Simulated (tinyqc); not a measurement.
Rate against temperature: collinear exchange A + BC -> AB + C on a London-Eyring-Polanyi-Sato surface: saddle, string of images and rate. Computed by tinyqc, a small Python program. Command: `OMP_NUM_THREADS=1 python tinyqc.py 3113268 3113269 out.jsonl leps walk`. One thread of a shared host (Intel(R) Xeon(R) Processor @ 2.30GHz), about 0.03 s of CPU time with the checks.

x = r(AB), y = r(BC), r(AC) = x + y. V is counted from separated atoms, the barrier from A + BC, that is V + D(BC).

Inputs (values chosen for the exercise, for a model exchange):

| quantity | value | unit |
|---|---|---|
| D(AB) | 4.3 | eV |
| r0(AB) | 0.912 | angstrom |
| beta(AB) | 2.02 | 1/angstrom |
| D(BC) | 3.61 | eV |
| r0(BC) | 0.898 | angstrom |
| beta(BC) | 1.98 | 1/angstrom |
| D(AC) | 3.74 | eV |
| r0(AC) | 1.03 | angstrom |
| beta(AC) | 2 | 1/angstrom |
| Sato parameter S | 0.15 | - |
| mass of A | 1.008 | u |
| mass of B | 19 | u |
| mass of C | 28.09 | u |
| temperature T | 300 | K |
| step of the string | 0.015 | angstrom^2/eV |

Constants: nu for 1 eV/(angstrom^2 u) = 15.6333042 THz; h x 1 THz = 4.135667696 meV; k_B = 1.380649e-23 J/K; u = 1.6605390666e-27 kg; k_B = 8.617333262e-05 eV/K.

Method:
- For each pair, with u = exp(-beta (r - r0)): Q = D [(3 + S) u^2 - (2 + 6 S) u]/(4 (1 + S)), J = D [(1 + 3 S) u^2 - (6 + 2 S) u]/(4 (1 + S)); V = Q1 + Q2 + Q3 - sqrt(((J1 - J2)^2 + (J2 - J3)^2 + (J3 - J1)^2)/2).
- String of 9 images between the fixed ends (r0(AB) + 2, r0(BC)) and (r0(AB), r0(BC) + 2), started on the two straight legs through (r0(AB) + 0.3, r0(BC) + 0.3): each iteration moves the inner images by -step x gradient (central differences) and spaces them evenly again along the broken line (coordinates are kept between 0.2 and 8 angstrom); stop when no coordinate changes by more than 1e-5 angstrom, at most 400 iterations.
- From the highest inner image, z -> z - H^-1 g with gradient g and Hessian H by central differences, steps capped at 0.15 angstrom, 12 steps.
- Wilson matrix G = [[1/m_A + 1/m_B, -1/m_B], [-1/m_B, 1/m_B + 1/m_C]]; eigenvalues lambda of G H give nu = 15.6333042 THz x sqrt(|lambda|), the negative one being imaginary. Reactant: nu_BC from k = 2 D beta^2 and 1/m_B + 1/m_C. Skew angle: cos = sqrt(m_A m_C/((m_A + m_B)(m_B + m_C))).
- One-dimensional rate constant without tunnelling, k = sqrt(k_B T/(2 pi mu)) [sinh(h nu_BC/(2 k_B T))/sinh(h nu_s/(2 k_B T))] exp(-barrier/(k_B T)) with mu = m_A (m_B + m_C)/(m_A + m_B + m_C); Wigner factor 1 + (h nu_i/(k_B T))^2/24; adiabatic barrier = barrier + h (nu_s - nu_BC)/2.

nu_BC = 24.7056 THz

real frequency at the saddle = 22.2843 THz

barrier = 0.0642733 eV

imaginary frequency = 14.5507 THz

adiabatic barrier = 0.0592664 eV

Rates; the last column is k_B T^2 d ln k/dT:

| T (K) | k (cm/s) | Wigner factor | activation energy (eV) |
|---|---|---|---|
| 300 | 6.4665e+03 | 1.2258 | 0.07288 |
| 400 | 1.3367e+04 | 1.1270 | 0.07777 |
| 550 | 2.5375e+04 | 1.0672 | 0.08497 |
| 750 | 4.1904e+04 | 1.0361 | 0.09425 |
| 1000 | 6.1548e+04 | 1.0203 | 0.10555 |
| 1400 | 8.9656e+04 | 1.0104 | 0.12328 |
| 2000 | 1.2538e+05 | 1.0051 | 0.14952 |

What follows from these numbers?

The activation energy goes from 0.073 eV at 300 K, near the adiabatic barrier plus k_B T/2 (0.072), to 0.150 eV at 2000 K; the classical limit is the barrier plus k_B T/2 (0.150).

Extremes, crossings and ranges named in words are read from the listed rows.
